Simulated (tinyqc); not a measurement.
Capacitance of parallel on-chip lines from Laplace's equation on a mesh: two steps of the calculation.

Cross-section of an endless row of equal lines between two grounded planes; neighbours are driven in antiphase (+1 V and -1 V), so the plane midway between two lines is at 0 V. By symmetry one quarter is solved: x runs from the centre of a line (column 0, mirror) to that midplane (column 3, 0 V), y from the mid-height of the line (row 0, mirror) to the ground plane (row 3, 0 V). The line fills columns 0 to 1 and rows 0 to 1 at 1 V. Cells beside the line (below row 1) have e2, cells above have e1. Each link between nodes has the conductance g = mean permittivity of the two cells beside it (a cell beyond a mirror counts as 0), and the free nodes obey sum g (V_neighbour - V) = 0.

Parameters, values chosen for the exercise: relative permittivity above and below the lines e1 = 3.9; relative permittivity between the lines e2 = 2.4.

Constants: eps0 = 8.8541878128e-12 F/m. Results are converted to the units shown.

Question 1. Link conductances. gx[j, i] joins node (row j, column i) to column i + 1, gy[j, i] to row j + 1.

Find: gx; gy.

Answer 1.

gx:
```
       col 0  col 1  col 2
row 0  1.200  1.200  1.200
row 1  3.150  3.150  3.150
row 2  3.900  3.900  3.900
row 3  1.950  1.950  1.950
```

gy:
```
       col 0  col 1  col 2  col 3
row 0  1.200  2.400  2.400  1.200
row 1  1.950  3.900  3.900  1.950
row 2  1.950  3.900  3.900  1.950
```

Question 2. Capacitance per length. C = 4 eps0 sum g (difference of V)^2 over all links (twice the energy of the four quarters, line at 1 V). Plate estimate without fringing: eps0 [2 e1 w/hd + 2 e2 t/(s/2)], w = 2 hx, t = 2 hx, s/2 = 2 hx, hd = 2 hx.

converged V (V):
```
           col 0      col 1      col 2      col 3
row 0  1.0000000  1.0000000  0.4492754  0.0000000
row 1  1.0000000  1.0000000  0.3985507  0.0000000
row 2  0.4576366  0.4152731  0.2034560  0.0000000
row 3  0.0000000  0.0000000  0.0000000  0.0000000
```

gx:
```
       col 0  col 1  col 2
row 0    1.2    1.2    1.2
row 1   3.15   3.15   3.15
row 2    3.9    3.9    3.9
row 3   1.95   1.95   1.95
```

gy:
```
       col 0  col 1  col 2  col 3
row 0    1.2    2.4    2.4    1.2
row 1   1.95    3.9    3.9   1.95
row 2   1.95    3.9    3.9   1.95
```

Wanted: C; plate estimate.

Answer 2.

C = 208.73 aF/um
plate estimate = 111.56 aF/um

Program tinyqc, `OMP_NUM_THREADS=1 python tinyqc.py 2790127 2790128 out.jsonl`; Intel Xeon 2.30GHz, shared host, one thread, about 0.9 s.
